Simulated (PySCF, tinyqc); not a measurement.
Worked calculation: RKS/exchange-only LDA in the sto-3g basis, for H6, spin multiplicity 1. The lowest restricted solution is unstable here: a spin-polarised one lies 0.0002 hartree lower (PySCF). One step of it, computed by the program tinyqc.

Question. Iteration 2: diagonalisation and new density. Diagonalise F' = X^T F X, C = X C', fill 3 alpha and 3 beta electrons from the bottom; D = 2 C_occ C_occ^T; the new density keeps 0.2 of the old one (damping). Each column has its largest component positive (the first on a tie).

Kohn-Sham matrix F (hartree), lower triangle:
```
           1H 1s      2H 1s      3H 1s      4H 1s      5H 1s     6H 1s
1H 1s  -0.284907
2H 1s  -0.210243  -0.108656
3H 1s  -0.039022  -0.175195  -0.017578
4H 1s  -0.003334  -0.033828  -0.141636  -0.007539
5H 1s  -0.000178  -0.003772  -0.033079  -0.162238  -0.031818
6H 1s  -0.000003  -0.000176  -0.003170  -0.033165  -0.141173  0.031298
```

X:
```
               1          2          3          4          5         6
1H 1s   0.319195  -0.510870   0.590843   0.530232   0.353384  0.181002
2H 1s  -0.663989   0.730670  -0.280043   0.176054   0.424215  0.320597
3H 1s   0.838340  -0.363757  -0.446763  -0.391038   0.201440  0.389771
4H 1s  -0.838340  -0.363757   0.446763  -0.391038  -0.201440  0.389771
5H 1s   0.663989   0.730670   0.280043   0.176054  -0.424215  0.320597
6H 1s  -0.319195  -0.510870  -0.590843   0.530232  -0.353384  0.181002
```

D after iteration 1, lower triangle:
```
           1H 1s      2H 1s      3H 1s      4H 1s     5H 1s     6H 1s
1H 1s   0.373111
2H 1s   0.282159   1.083648
3H 1s  -0.011563   0.040323   0.994835
4H 1s  -0.195993  -0.420475   0.360274   0.922058
5H 1s  -0.132916   0.067931  -0.279743   0.272345  0.732174
6H 1s   0.131328   0.288964  -0.254714  -0.451090  0.437641  1.018863
```

overlap S, lower triangle:
```
          1H 1s     2H 1s     3H 1s     4H 1s     5H 1s     6H 1s
1H 1s  1.000000
2H 1s  0.349688  1.000000
3H 1s  0.052277  0.390058  1.000000
4H 1s  0.003323  0.052277  0.349688  1.000000
5H 1s  0.000129  0.004063  0.052277  0.390058  1.000000
6H 1s  0.000002  0.000129  0.003323  0.052277  0.349688  1.000000
```

Give: F' = X^T F X; orbital energies; coefficients C; D after iteration 2.

Answer.

F' = X^T F X (hartree), lower triangle:
```
         1        2        3        4        5        6
1   0.5118
2   0.0447   0.2623
3  -0.0400   0.0724   0.0357
4  -0.0279   0.0420  -0.0918  -0.1004
5   0.0036   0.0328  -0.0446  -0.0820  -0.2060
6  -0.0053  -0.0036  -0.0324  -0.0444  -0.0487  -0.2234
```

orbital energies (hartree): MO1 -0.3312, MO2 -0.1779, MO3 -0.0838, MO4 0.0702, MO5 0.2809, MO6 0.5218

coefficients C:
```
          MO1      MO2      MO3      MO4      MO5      MO6
1H 1s  0.7851  -0.2576  -0.4446  -0.3512  -0.3299  -0.1954
2H 1s  0.3586   0.1136   0.3987   0.5316   0.7116   0.5267
3H 1s  0.1104   0.3185   0.4974   0.0468  -0.6027  -0.8085
4H 1s  0.0340   0.4429   0.0381  -0.5902  -0.1438   0.9013
5H 1s  0.0131   0.4588  -0.4063  -0.0275   0.6692  -0.7366
6H 1s  0.0032   0.2278  -0.3722   0.6692  -0.6049   0.3828
```

D after iteration 2, lower triangle:
```
         1H 1s    2H 1s    3H 1s   4H 1s   5H 1s   6H 1s
1H 1s   1.4833
2H 1s   0.1764   0.6975
3H 1s  -0.3488   0.4466   0.7767
4H 1s  -0.2061   0.0403   0.3341  0.5024
5H 1s   0.0898  -0.1546  -0.1432  0.3555  0.7477
6H 1s   0.2011  -0.1364  -0.2305  0.0487  0.4968  0.5085
```
